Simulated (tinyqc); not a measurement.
Limits of the phonon part: Bloch-Grueneisen resistivity of a metal. Computed by tinyqc, a small Python program. Command: `OMP_NUM_THREADS=1 python tinyqc.py 3005969 3005970 out.jsonl bg walk`. One thread of a shared host (Intel(R) Xeon(R) Processor @ 2.30GHz), about 0.01 s of CPU time with the checks.

Electrons scatter from a Debye spectrum of phonons (n = 5 for scattering within one band, n = 3 for scattering into a second, heavy band) and from static defects.

Inputs (values chosen for the exercise, modelled on copper): exponent n = 5; Debye temperature Theta = 332 K; transport coupling lambda_tr = 0.13; Drude plasma energy hbar w_p = 9.2 eV; residual resistivity rho_0 = 0.044 microohm cm.

Addition: none.

Constants: k_B = 1.380649e-23 J/K; hbar = 1.054571817e-34 J s; eps_0 = 8.8541878128e-12 F/m; hbar = 6.582119569e-16 eV s.

Method:
- J_n(y) = int_0^y x^n e^x/(e^x - 1)^2 dx, by 96 Gauss-Legendre points (upper limit at most 60).
- rho_ph = (n - 1) rho_1 (T/Theta)^n J_n(Theta/T), with rho_1 = 2 pi lambda_tr k_B Theta/(hbar eps_0 w_p^2), the high-temperature line at T = Theta.
- Matthiessen's rule: rho = rho_0 + rho_ph.
- Low T: (n - 1) n! zeta(n) rho_1 (T/Theta)^n. High T: rho_1 (T/Theta) [1 - (n - 1)/(12 (n + 1)) (Theta/T)^2].

Resistivities (microohm cm):
```
T (K)      rho_ph   low-T law  straight line  line with correction  total rho
10     2.5326e-05  2.5326e-05         0.0618                     -     0.0440
17     3.5956e-04  3.5960e-04         0.1051                     -     0.0444
27     3.5749e-03  3.6341e-03         0.1669                     -     0.0476
40     2.1800e-02  2.5934e-02         0.2473                     -     0.0658
66     1.2977e-01  3.1717e-01         0.4080                     -     0.1738
120    4.9898e-01  6.3020e+00         0.7419                0.4264     0.5430
170    8.5666e-01  3.5960e+01         1.0510                0.8283     0.9007
270    1.5365e+00  3.6341e+02         1.6692                1.5290     1.5805
400    2.3806e+00  2.5934e+03         2.4728                2.3782     2.4246
660    4.0234e+00  3.1717e+04         4.0802                4.0228     4.0674
```

What does the comparison show, and why?

The low-T law holds to 10 % up to 27 K, the straight line from 270 K on. The local exponent of rho_ph falls from 5.00 to 1.05. Phonons overtake the residual resistivity between 40.0 and 66.0 K.

Extremes, crossings and ranges named in words are read from the listed rows.
